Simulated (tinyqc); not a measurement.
Inside a calculation: trap in a gate oxide as a short-range spherical well. Values are carried at full precision from step to step, so a last printed digit may differ when a step is redone from the rounded ones.

A spherical well of radius R and depth V0 below the conduction edge, one mass m, c = hbar^2/2m0. The s level at binding Et solves k cot(k R) = -kappa with k = sqrt(m (V0 - Et)/c), kappa = sqrt(m Et/c); it exists for V0 > Vc = c (pi/2R)^2/m. Outside, psi falls as exp(-kappa r)/r.

Constants: hbar^2/2m0 = 3.80998211 eV angstrom^2; fine-structure constant alpha = 0.007297352564; hc = 1239.841984 eV nm; kB = 8.617333262e-05 eV/K.

Parameters, chosen for this exercise (near those of SiO2 on 4H SiC; not measured data):
- R = 4 angstrom (radius of the well)
- V0 = 5.44 eV (depth of the well)
- m = 0.468 m0 (mass)
- n_r = 1.46 (refractive index)
- dEc = 2.65 eV (conduction offset to the channel)
- Fox = 2.8 MV/cm (oxide field, lowering levels away from the channel)
- t0 = 2.1 x 1e-11 s (time constant at the interface)
- T = 300 K (temperature)
- EF = 0.06 eV (Fermi level above the channel edge)
- x = 7 angstrom (depth of the trap)

## The bound level

Solve for Et; the share outside is [sin^2(kR)/(2 kappa)]/[sin^2(kR)/(2 kappa) + R/2 - sin(2kR)/(4k)].

Et = 2.6472 eV
k = 0.5857 1/angstrom
kappa = 0.5702 1/angstrom
share outside = 0.156
Vc = 1.255 eV

The well is 4.33 times the critical depth. Since dEt/dV0 equals the share inside, 0.84, a 1 % change of V0 moves Et by 1.7 %. The decay length is 1.8 angstrom, 0.4 times R.

## Peak of the photo-ionisation cross-section

Lucovsky model (delta well, plane-wave final states, no local-field factor): sigma = (32 pi alpha c/(3 n_r m Et)) (x - 1)^(3/2)/x^3, x = h nu/Et, c = hbar^2/2m0; 1 angstrom^2 = 1e-16 cm^2.

The maximum lies at x = 2. Give the photon energy, its wavelength and sigma there.

h nu = 5.294 eV
wavelength = 234 nm
sigma = 6.44 x 1e-18 cm^2

With 16 % of the state outside the well the delta-well form is only a rough model of this centre.

## Level, tunnelling time and occupation

Energies from the conduction edge of the channel. The trap level at depth x is E_T = dEc - Et - e Fox x (1 MV/cm = 0.01 eV/angstrom). An electron at the channel edge tunnels with the WKB exponent S = (4/3) sqrt(m/c) [dEc^(3/2) - (dEc - e Fox x)^(3/2)]/(e Fox), c = hbar^2/2m0; tau = t0 exp(S); the occupation is f = 1/(1 + exp((E_T - EF)/kB T)), tau_c = tau/f and tau_e = tau/(1 - f). Lattice relaxation is left out; a level below the channel edge needs phonons as well, so tau is then a lower bound, while a level above it can also empty elastically at its own energy, through a thinner barrier, faster than this tau.

Give E_T, S, tau and ln(tau_c/tau_e) = (E_T - EF)/kB T.

E_T = -0.193 eV
S = 7.838
tau = 5.32e-08 s
ln(tau_c/tau_e) = -9.8

The level lies 10 kB T below EF, so the trap is mostly filled. A flat barrier would give S = 2 sqrt(m dEc/c) x = 7.99.

## Checks

- Et from the radial equation on a grid against the matching condition, eV: both 2.65.

Program tinyqc; command `OMP_NUM_THREADS=1 python tinyqc.py 1251040 1251041 out.jsonl`; about 0.01 s on one thread of a shared Intel(R) Xeon(R) Processor @ 2.30GHz.
